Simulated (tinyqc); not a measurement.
Longitudinal sound in a periodic multilayer: transfer matrices, stop bands and folded phonons: one step, computed by the program tinyqc. Command: `OMP_NUM_THREADS=1 python tinyqc.py 3005266 3005267 out.jsonl multilayer walk`. One thread of a shared host (Intel(R) Xeon(R) Processor @ 2.30GHz), about 0.01 s of CPU time with the checks.

Layers 1 and 2 repeat with period d = d_1 + d_2; waves travel normal to the layers, without loss. State vector (u, s): displacement u and stress divided by omega. Impedances Z = rho v are in 1e6 kg/(m^2 s).

Question. Transfer matrix of one period. A layer maps (u, s) by [[cos p, sin p/Z], [-Z sin p, cos p]], p = 2 pi f d_i/v_i; one period is M = M_2 M_1, and cos(q d) = trace(M)/2.

Inputs (values chosen for the exercise, modelled on silica (layer 1), aluminium nitride (layer 2) and silica (substrate)):
```
quantity       value  unit
velocity v_1    5960   m/s
thickness d_1    323    nm
velocity v_2   11100   m/s
thickness d_2    595    nm
frequency f     2.29   GHz
```

Z_2 = 36.408

Z_1 = 13.1716

Give: phase p_1; phase p_2; M; trace(M)/2.

Answer.

phase p_1 = 0.7798 rad

phase p_2 = 0.7713 rad

M:
```
        1        2
1  0.3325  0.05189
2  -24.69  -0.8449
```

trace(M)/2 = -0.2562

|trace/2| < 1: f lies in a pass band, with q d = 1.8299 rad (folded into 0 to pi).
